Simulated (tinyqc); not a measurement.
Inside a calculation. Model: frequency dispersion of an accumulation capacitance by border traps, distributed model.

Numbers from tinyqc (`OMP_NUM_THREADS=1 python tinyqc.py 2202232 2202233 out.jsonl`; about 0.7 s on one thread of a shared Intel Xeon 2.30GHz). Printed values are rounded.

Traps spread evenly through the insulator exchange electrons with the semiconductor by tunnelling, with tau(x) = t0 exp(2 ka x) at depth x from the interface. The admittance per area Y seen at depth x obeys dY/dx = -Y^2/(i w eps0 eox) + q Nb ln(1 + i w tau)/tau, with Y(0) = i w Cs and w = 2 pi f; the gate sees Y(tox) = G + i w C. Working variable y = Y/(i w), in uF/cm^2. Cox = eps0 eox/tox.

Inputs (values chosen for the exercise); permittivity close to that of silicon dioxide:
```
symbol,value,unit,meaning
eox,3.84,,relative permittivity of the insulator
tox,11,nm,insulator thickness
Cs,4.6,uF/cm^2,semiconductor capacitance in accumulation
Nb,3.2e18,cm^-3 eV^-1,density of border traps
ka,4.1,1/nm,decay constant of the wave function in the insulator
t0,4e-10,s,time constant of a trap at the interface
f,1e6,Hz,frequency
xe,1.3,nm,depth down to which the steps are taken
```

Constants: q = 1.602176634e-19 C, eps0 = 8.8541878128e-14 F/cm where lengths are in cm. Results are converted to the units shown.

## Scales and lumped estimate

Cox; trap-free value 1/(1/Cox + 1/Cs); response depth d = ln(1/(w t0))/(2 ka), where w tau = 1; lumped estimate: all traps within d act as C_bt = q Nb d placed at d/2, so C = 1/{1/[1/(1/Cs + d/(2 eps0 eox)) + C_bt] + (tox - d/2)/(eps0 eox)}.

Cox = 0.3090916 uF/cm^2
trap-free C = 0.2896303 uF/cm^2
d = 0.7300206 nm
C_bt = 0.03742790 uF/cm^2
lumped C = 0.2899578 uF/cm^2

The traps within reach amount to 0.00814 Cs and lie in the first 6.64 % of the insulator.

## Midpoint steps through the active depth

In terms of y: dy/dx = -y^2/(eps0 eox) + s(x), s = q Nb ln(1 + z)/z, z = i w tau. 11 midpoint steps of h = xe/11: y_half = y + (h/2) y'(x, y), y(new) = y + h y'(x + h/2, y_half).

```
point     x (nm)        s (uF/(cm^2 nm))         y (uF/cm^2)
0              0  0.05126954-0.00006443i  4.600000+0.000000i
1      0.1181818  0.05126890-0.00016980i  3.982562-0.000011i
2      0.2363636  0.05126444-0.00044745i  3.510207-0.000039i
3      0.3545455  0.05123352-0.00117821i  3.137945-0.000111i
4      0.4727273  0.05102055-0.00308589i  2.837417-0.000302i
5      0.5909091  0.04962386-0.00780073i  2.589909-0.000801i
6      0.7090909  0.04260852-0.01631832i  2.382358-0.001989i
7      0.8272727  0.02650315-0.02055127i  2.204839-0.003881i
8      0.9454545  0.01228148-0.01560655i  2.050521-0.005391i
9       1.063636  0.00500747-0.00910283i  1.915438-0.006015i
10      1.181818  0.00195064-0.00467418i  1.796593-0.006003i
11           1.3  0.00074743-0.00223727i  1.691426-0.005673i
```

## Capacitance and conductance at the gate

y at xe = 1.691426-0.005673i uF/cm^2

Beyond xe the traps are ignored, so 1/y(tox) = 1/y(xe) + (tox - xe)/(eps0 eox); C = Re y, G/w = -Im y, loss tangent G/(w C).

y at the gate = 0.2903477-0.0001672i uF/cm^2
C = 0.2903477 uF/cm^2
G/w = 1.671662e-4 uF/cm^2
loss tangent = 5.757447e-4

A fine integration over the whole insulator gives C = 0.29009 and G/w = 1.805e-4 uF/cm^2; the coarse G/w is 7.4 % below that. The fine C is 0.16 % above the trap-free value, and the lumped estimate is 0.046 % below the fine result.
